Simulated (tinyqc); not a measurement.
Comparisons within one model: heterojunction of two tight-binding chains. A value that a table varies takes the place of the one given here.

Left chain: hopping -t1, sites at 2 t1 (band bottom 0). Right chain: hopping -t2, sites at dE + 2 t2 (bottom dE). t = c/(m a^2), c = hbar^2/2m0. The bond across the interface is -tc with tc = f sqrt(t1 t2), and the last left site has the extra energy U. In a chain E = bottom + 2t (1 - cos(ka)); the surface Green function of a half chain is g = -exp(ika)/t, with Im k > 0 where cos(ka) > 1.

Constants: hbar^2/2m0 = 3.80998211 eV angstrom^2.

Values chosen for the exercise (masses and offset of the size met at InGaAs / InP; not measured data): a = 5.65 angstrom (site spacing); m1 = 0.045 m0 (mass on the left); m2 = 0.084 m0 (mass on the right); dE = 0.25 eV (band offset); f = 1.27 (factor on the interface hopping); U = -1.29 eV (extra energy on the last left site); E = 0.276 eV (electron energy).

## Transmission against energy, and which matching rule a chain obeys

Chain A is the junction as given; chain B has tc = sqrt(t1 t2) and U = 0; chain C has tc = t2 and U = t2 - t1, the finite-difference form of -d/dx (c/m) d/dx. Continuum formulas T = 4 x y/(x + y)^2 with parabolic k: x, y = k/m on each side (BenDaniel-Duke) or x, y = k (slope continuous).

T:

| E - dE (eV) | E (eV) | chain A | chain B | chain C | k/m matched | k matched |
|---|---|---|---|---|---|---|
| 0.002 | 0.252 | 0.0510 | 0.3834 | 0.2275 | 0.2299 | 0.3869 |
| 0.005 | 0.255 | 0.0796 | 0.5349 | 0.3340 | 0.3373 | 0.5392 |
| 0.010 | 0.260 | 0.1113 | 0.6622 | 0.4352 | 0.4391 | 0.6667 |
| 0.020 | 0.270 | 0.1550 | 0.7863 | 0.5497 | 0.5541 | 0.7903 |
| 0.050 | 0.300 | 0.2390 | 0.9168 | 0.7039 | 0.7085 | 0.9194 |
| 0.100 | 0.350 | 0.3295 | 0.9745 | 0.8041 | 0.8085 | 0.9757 |
| 0.200 | 0.450 | 0.4476 | 0.9976 | 0.8773 | 0.8816 | 0.9978 |
| 0.400 | 0.650 | 0.5881 | 0.9986 | 0.9220 | 0.9268 | 0.9988 |

How do the results move?

Chain C follows the k/m rule within 0.0048 and chain B the plain k rule within 0.0044, while the two rules differ by up to 0.2363: in B the self-energy of the right side is -t1 exp(i k2 a), so only k2 enters, and in C it is -t2 exp(i k2 a), which carries 1/m2. Chain A, with f = 1.27 and U = -1.29 eV, has an interface term of its own and lies up to 0.6778 from B and 0.4746 from C.

## When the interface binds a state

A state below both bands solves E - 2 t1 - U - S1(E) - S2(E) = 0 for E < 0, with S1 = -t1 z1, S2 = -(tc^2/t2) z2 and |z| < 1 the decaying root of z + 1/z = 2 - (E - bottom)/t. Decay lengths -a/ln|z|. The threshold is the U that solves the equation at E = 0. A dash: no bound state.

Interface state:

| U (eV) | E (eV) | decay left (angstrom) | decay right (angstrom) |
|---|---|---|---|
| -0.06 | -0.0137 | 78.7 | 13.2 |
| -0.12 | -0.0203 | 64.5 | 13.1 |
| -0.18 | -0.0279 | 55.1 | 12.9 |
| -0.22 | -0.0334 | 50.4 | 12.8 |
| -0.26 | -0.0392 | 46.5 | 12.6 |
| -0.32 | -0.0484 | 41.8 | 12.4 |
| -0.40 | -0.0618 | 37.1 | 12.2 |
| -0.60 | -0.0995 | 29.2 | 11.5 |

threshold U = 0.1685 eV

How do the results move?

The strong interface bond binds a state even at U = 0 (threshold +0.1685 eV); 8 of the 8 rows are bound. At U = -0.6 eV the state decays over 29.2 angstrom to the left and 11.5 to the right, where the band lies higher.

## What each parameter does

T = 4 Im(S1) Im(S2) |G|^2 with G = 1/(E - 2 t1 - U - S1 - S2), S1 = -t1 exp(i k1 a), S2 = -(tc^2/t2) exp(i k2 a). Each row changes one parameter from the base and keeps the others.

Results:

| case | T | k1 a | k2 a |
|---|---|---|---|
| base | 0.1755 | 0.3240 | 0.1354 |
| m1 = 0.054 m0 | 0.1621 | 0.3552 | 0.1354 |
| m2 = 0.1008 m0 | 0.1903 | 0.3240 | 0.1483 |
| dE = 0.2 eV | 0.2771 | 0.3240 | 0.2318 |
| f = 1.143 | 0.2393 | 0.3240 | 0.1354 |
| U = -1.09 eV | 0.1961 | 0.3240 | 0.1354 |
| a = 4.52 angstrom | 0.1646 | 0.2588 | 0.1083 |

What does this show?

The largest shifts from the base row, up to three for each result and ties (the steps differ in size, so this ranks the rows, not the parameters). T: dE +0.1016, f +0.0637, U +0.0206. k1 a: a -0.0652, m1 +0.0312; unchanged at the printed digits by m2, dE, f and U. k2 a: dE +0.0964, a -0.0271, m2 +0.0129; unchanged at the printed digits by m1, f and U.

Run: tinyqc, `OMP_NUM_THREADS=1 python tinyqc.py 1450142 1450143 out.jsonl`; Intel(R) Xeon(R) Processor @ 2.30GHz, one thread, shared host; about 0.01 s of CPU time with all checks.
